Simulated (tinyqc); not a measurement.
Hopping conduction between localised states: one step, computed by the program tinyqc. Command: `OMP_NUM_THREADS=1 python tinyqc.py 3026768 3026769 out.jsonl hop walk`. One thread of a shared host (Intel(R) Xeon(R) Processor @ 2.30GHz), about 0.01 s of CPU time with the checks.

Energies are counted from the Fermi level. A small network shows the mechanism; the laws of an infinite system follow.

Question. Variable-range laws. Mott: T_M = 13.8/(k_B g_0 xi^2), exponent (T_M/T)^(1/3), mean hop r = (1/3) xi times the exponent. Efros-Shklovskii: T_ES = 6.5 e^2/(4 pi eps eps_0 k_B xi), exponent (T_ES/T)^(1/2). Coulomb gap width g_0 (e^2/(4 pi eps eps_0))^2. The numerical coefficients come from percolation theory and are given.

Inputs (values chosen for the exercise, for a model defective oxide):

| quantity | value | unit |
|---|---|---|
| localisation length xi | 4.4 | nm |
| density of states g_0 | 3.5e+13 | 1/(eV cm^2) |
| permittivity eps | 7.7 | - |
| temperature T | 350 | K |

Dimension: 2D.

Constants: k_B = 8.617333262e-05 eV/K; e^2/(4 pi eps_0) = 14.39964548 eV angstrom.

Give: T_M; T_ES; Mott exponent; Efros-Shklovskii exponent; mean hop by the Mott formula; Coulomb gap.

Answer.

T_M = 23634 K

T_ES = 3205.9 K

Mott exponent = 4.0721

Efros-Shklovskii exponent = 3.0265

mean hop by the Mott formula = 5.9725 nm

Coulomb gap = 12.240 meV

The larger exponent, here Mott, is the one that limits; the two are equal at T = 59.0 K, below which the Coulomb gap rules.
